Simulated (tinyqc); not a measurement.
From results back to parameters: polytypes by hexagonality, and a cubic inclusion as a quantum well. Four cases, with inputs chosen for the exercise.

Problem. A square well of depth V with masses m_w inside and m_b outside (first and second entry of m) binds its lowest level at the given depth below the barrier: k tan(k L/2) = (m_w/m_b) q, k = sqrt(m_w E/c), q = sqrt(m_b (V - E)/c), c = hbar^2/2m0. How many double layers wide is it?

Constants: hbar^2/2m0 = 3.80998211 eV angstrom^2.

Case 1.

Values chosen (out of a larger set: of the order of those of GaN; not measured data): m = (0.197, 0.216) m0 (electron mass along c in the cubic layer and in the host); d = 2.59 angstrom (thickness of a double layer).

V = 0.29000 eV
depth V - E = 0.02781 eV

Case 2.

Values chosen (out of a larger set: of the order of those of SiC; not measured data): m = (0.324, 0.339) m0 (electron mass along c in the cubic layer and in the host); d = 2.514 angstrom (thickness of a double layer).

V = 0.62900 eV
depth V - E = 0.25236 eV

Case 3.

Values chosen (out of a larger set: of the order of those of SiC; not measured data): m = (0.288, 0.328) m0 (electron mass along c in the cubic layer and in the host); d = 2.527 angstrom (thickness of a double layer).

V = 0.91350 eV
depth V - E = 0.75307 eV

Case 4.

Values chosen (out of a larger set: of the order of those of InP; not measured data): m = (0.078, 0.079) m0 (electron mass along c in the cubic layer and in the host); d = 3.393 angstrom (thickness of a double layer).

V = 0.12800 eV
depth V - E = 0.09591 eV

Find: k; q; L; N.

Solution. L = (2/k) arctan((m_w/m_b) q/k), and N = L/d.

Case 1.

k = 0.1164 1/angstrom
q = 0.0397 1/angstrom
L = 5.18 angstrom
N = 2.0

Case 2.

k = 0.1790 1/angstrom
q = 0.1498 1/angstrom
L = 7.54 angstrom
N = 3.0

Case 3.

k = 0.1101 1/angstrom
q = 0.2546 1/angstrom
L = 20.22 angstrom
N = 8.0

Case 4.

k = 0.0256 1/angstrom
q = 0.0446 1/angstrom
L = 81.43 angstrom
N = 24.0

Computed by tinyqc, one run a case: `OMP_NUM_THREADS=1 python tinyqc.py N N+1 out.jsonl` with N = 1851288, 1851293, 1880006, 1880081; one thread of a shared Intel(R) Xeon(R) Processor @ 2.30GHz, about 0.08 s a run at most.
